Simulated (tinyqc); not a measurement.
# Input admittance of a MOSFET at zero drain bias: distributed channel and distributed gate: two studies

Source and drain grounded, strong inversion, w = 2 pi f, Cox = eps0 eox/tox. The channel is an RC line of resistance 1/(mu Cox Vo) per square fed from both ends, so one finger has the intrinsic admittance y = i w Cox L tanh(g)/g per width, g = (1/2) sqrt(i w tau), tau = L^2/(mu Vo). The vertical resistance rv/L is in series with y, the overlaps 2 i w Cov in parallel: y_t = 1/(1/y + rv/L) + 2 i w Cov. The gate strip is a line of Rsh/L per length loaded by y_t, so a finger has Y = y_t Wf tanh(k)/k, k = (Wf/sd) sqrt(y_t Rsh/L); the device has Nf Y.

Inputs (values chosen for the exercise); values of the order met in silicon radio-frequency transistors:
```
symbol  value        unit                                                                 meaning
eox       3.9              relative permittivity of the gate insulator (close to silicon dioxide)
tox       2.6          nm                                                     insulator thickness
L        0.72          um                                                          channel length
Wf        1.6          um                                                            finger width
Nf         64                                                                   number of fingers
mu        170  cm^2/(V s)                                                        channel mobility
Vo       0.22           V                                                          gate overdrive
Rsh        12  ohm/square                                            sheet resistance of the gate
rv        3.2    ohm um^2                                  vertical resistivity of the gate stack
sd          1                                       number of ends at which a finger is contacted
Cov       0.3       fF/um                             overlap and fringe capacitance on each side
f         9.2         GHz                                                               frequency
```

Constants: eps0 = 8.8541878128e-14 F/cm where lengths are in cm. Results are converted to the units shown.

Each table varies one quantity; the others keep the values above.

## Input impedance against frequency

Low-frequency limits, with c = Cox L and ct = c + 2 Cov: R_strip = Rsh Wf/(3 sd^2 L Nf), R_ch = (c/ct)^2 L/(12 mu Cox Vo Wf Nf), R_vert = (c/ct)^2 rv/(L Wf Nf), C = ct Wf Nf. Z = 1/(Nf Y) = R + 1/(i w C), Q = |Im Z|/R, far-point signal |1/cosh k|.

The same in every row: low-frequency R (ohm) = 10.62.

Input impedance against frequency:

| f (GHz) | w tau | \|k\| | R (ohm) | C (fF) | Q | signal at the far point |
|---|---|---|---|---|---|---|
| 0.09 | 0.07838 | 0.01566 | 10.62 | 1041 | 160.0 | 1.000 |
| 0.3 | 0.2613 | 0.02858 | 10.62 | 1041 | 48.00 | 1.000 |
| 0.7 | 0.6096 | 0.04363 | 10.62 | 1040 | 20.59 | 1.000 |
| 2 | 1.742 | 0.07329 | 10.60 | 1035 | 7.249 | 0.9996 |
| 5 | 4.355 | 0.1120 | 10.51 | 1009 | 3.003 | 0.9980 |
| 10 | 8.709 | 0.1448 | 10.18 | 927.8 | 1.684 | 0.9947 |
| 40 | 34.84 | 0.1997 | 6.841 | 496.8 | 1.171 | 0.9873 |
| 100 | 87.09 | 0.2586 | 3.743 | 313.3 | 1.357 | 0.9807 |
| 300 | 261.3 | 0.3645 | 1.726 | 196.1 | 1.567 | 0.9663 |

R falls from 10.6 to 1.73 ohm and C falls from 1040 to 196 fF. Q goes as f^(-1.00) between the first two rows and f^(0.13) between the last two, where w tau = 261 and |k| = 0.365. The low-frequency limits hold both R and C within 5 % up to f = 5 GHz among the rows.

## Effect of the gate overdrive

Same model as above.

Effect of the gate overdrive:

| Vo (V) | w tau | \|k\| | R (ohm) | low-frequency R (ohm) | C (fF) | Q | signal at the far point |
|---|---|---|---|---|---|---|---|
| 0.2 | 8.814 | 0.1386 | 11.17 | 11.67 | 925.6 | 1.673 | 0.9951 |
| 0.35 | 5.036 | 0.1500 | 6.647 | 6.742 | 998.5 | 2.607 | 0.9960 |
| 0.5 | 3.525 | 0.1539 | 4.740 | 4.773 | 1019 | 3.581 | 0.9969 |
| 0.65 | 2.712 | 0.1556 | 3.697 | 3.712 | 1028 | 4.552 | 0.9975 |
| 0.8 | 2.203 | 0.1565 | 3.041 | 3.050 | 1032 | 5.511 | 0.9979 |
| 0.95 | 1.855 | 0.1570 | 2.591 | 2.596 | 1035 | 6.453 | 0.9982 |
| 1.1 | 1.602 | 0.1573 | 2.263 | 2.266 | 1036 | 7.378 | 0.9984 |
| 1.25 | 1.410 | 0.1576 | 2.013 | 2.016 | 1037 | 8.285 | 0.9986 |

What does the comparison show?

As Vo goes from 0.2 to 1.25, R falls from 11.2 to 2.01 ohm, C rises from 926 to 1040 fF and Q rises from 1.67 to 8.28. Only the channel term depends on Vo.

Computed by the program tinyqc: `OMP_NUM_THREADS=1 python tinyqc.py 2262180 2262181 out.jsonl`, one thread of a shared Intel Xeon 2.30GHz, about 0.01 s for the whole run.
